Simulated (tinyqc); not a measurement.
# Bulk transistor, scale length and short-channel effects: what changes with what

A gate, an insulator of thickness ti and a depleted layer of depth ts on a conducting body. Below threshold the potential that source and drain add obeys Laplace's equation and vanishes on the gate and at the bottom of the depleted layer. Its lowest mode decays along the channel as exp(-k y); k is the smallest positive root of the matching condition at the interface, and the scale length is Lambda = pi/k.

Inputs (values chosen for the exercise); permittivities: semiconductor close to that of silicon, insulator close to that of silicon dioxide: temperature T = 293 K; relative permittivity of the semiconductor eps_r = 11.9; relative permittivity of the insulator ei = 3.94; insulator thickness ti = 1.1 nm; depletion depth ts = 27 nm; channel length L = 91 nm; potential of the source Vbi = 0.89 V; potential of the barrier top at threshold sT = 0.67 V; drain voltage Vds = 0.5 V.

Constants: q = 1.602176634e-19 C, kB = 1.380649e-23 J/K, Vt = kB T/q. Results are converted to the units shown.

Each table varies one quantity; the others keep the values above.

## Effect of the drain voltage

k is the smallest positive root of f(k) = eps_r sin(k ti) cos(k ts) + ei cos(k ti) sin(k ts). Along the channel psi(y) = s + a exp(y/l) + b exp(-y/l) with psi(0) = Vbi, psi(L) = Vbi + Vds and l = 1/k = Lambda/pi; with A = Vbi - s, B = A + Vds, x = exp(-L/l): a = (B - A x) x/(1 - x^2), b = (A - B x)/(1 - x^2). The minimum is s + 2 sqrt(a b), at y = (l/2) ln(b/a). The long-channel potential follows the gate as s = sT + (Vg - VTL)/m, and the threshold VT is the gate voltage at which the minimum equals sT. Swing = m Vt ln 10/g at threshold, g = d(minimum)/ds = 1 - (b x + a)/((1 + x) sqrt(a b)). DIBL = [VT(0.05 V) - VT(Vds)]/(Vds - 0.05 V). sT and Vbi are held fixed; m = 1 + eps_r ti/(ei ts) in each row.

The same in every row: Lambda (nm) = 30.21; L/Lambda = 3.012.

Effect of the drain voltage:
```
Vds (V),VT - VTL at Vds (mV),DIBL (mV/V),swing (mV/decade)
0.2,-6.131,8.129,66.52
0.35,-7.151,7.462,66.60
0.5,-8.046,6.964,66.67
0.65,-8.854,6.570,66.75
0.8,-9.597,6.247,66.82
0.95,-10.29,5.975,66.89
1.1,-10.94,5.741,66.96
```

Read the table: what changes, and by how much?

As Vds goes from 0.2 to 1.1 V, Lambda stays at 30.2 nm, DIBL falls from 8.13 to 5.74 mV/V and the swing rises from 66.5 to 67.0 mV a decade.

## Effect of the insulator thickness

Same model as above.

Result of one run:
```
ti (nm),Lambda (nm),L/Lambda,VT - VTL at Vds (mV),DIBL (mV/V),swing (mV/decade)
0.62,28.85,3.154,-6.102,5.277,63.22
```

What becomes of these results when the insulator thickness ti is changed from 0.62 to 1 nm, all else the same?

Result of the changed run:
```
ti (nm),Lambda (nm),L/Lambda,VT - VTL at Vds (mV),DIBL (mV/V),swing (mV/decade)
1,29.93,3.040,-7.618,6.592,65.95
```

The whole series:
```
ti (nm),Lambda (nm),L/Lambda,VT - VTL at Vds (mV),DIBL (mV/V),swing (mV/decade)
0.37,28.11,3.237,-5.207,4.501,61.44
0.48,28.44,3.200,-5.591,4.833,62.22
0.62,28.85,3.154,-6.102,5.277,63.22
0.8,29.37,3.098,-6.797,5.880,64.51
1,29.93,3.040,-7.618,6.592,65.95
1.4,31.02,2.934,-9.398,8.139,68.85
1.8,32.04,2.840,-11.35,9.834,71.79
```

As ti goes from 0.37 to 1.8 nm, Lambda rises from 28.1 to 32.0 nm, DIBL rises from 4.50 to 9.83 mV/V and the swing rises from 61.4 to 71.8 mV a decade. On average Lambda goes as ti^(0.08).

## Effect of the depletion depth

Same model as above.

Results:
```
ts (nm),Lambda (nm),L/Lambda,VT - VTL at Vds (mV),DIBL (mV/V),swing (mV/decade)
11,13.89,6.550,-0.03528,0.03039,75.70
13,15.98,5.695,-0.1303,0.1123,73.02
17,20.09,4.530,-0.7749,0.6678,69.63
21,24.16,3.767,-2.497,2.154,67.77
32,35.24,2.582,-15.85,13.78,66.88
40,43.27,2.103,-34.56,30.33,68.79
```

Estimate the missing row, ts = 26 nm.

Computed row:
```
ts (nm),Lambda (nm),L/Lambda,VT - VTL at Vds (mV),DIBL (mV/V),swing (mV/decade)
26,29.20,3.116,-6.842,5.917,66.74
```

With this row back in the table: As ts goes from 11 to 40 nm, Lambda rises from 13.9 to 43.3 nm, DIBL rises from 0.0304 to 30.3 mV/V and the swing goes from 75.7 through a minimum of 66.7 (at ts = 26 nm among the rows listed) to 68.8 mV a decade. On average Lambda goes as ts^(0.88).

Program tinyqc, `OMP_NUM_THREADS=1 python tinyqc.py 2420014 2420015 out.jsonl`; Intel Xeon 2.30GHz, shared host, one thread, about 0.01 s.
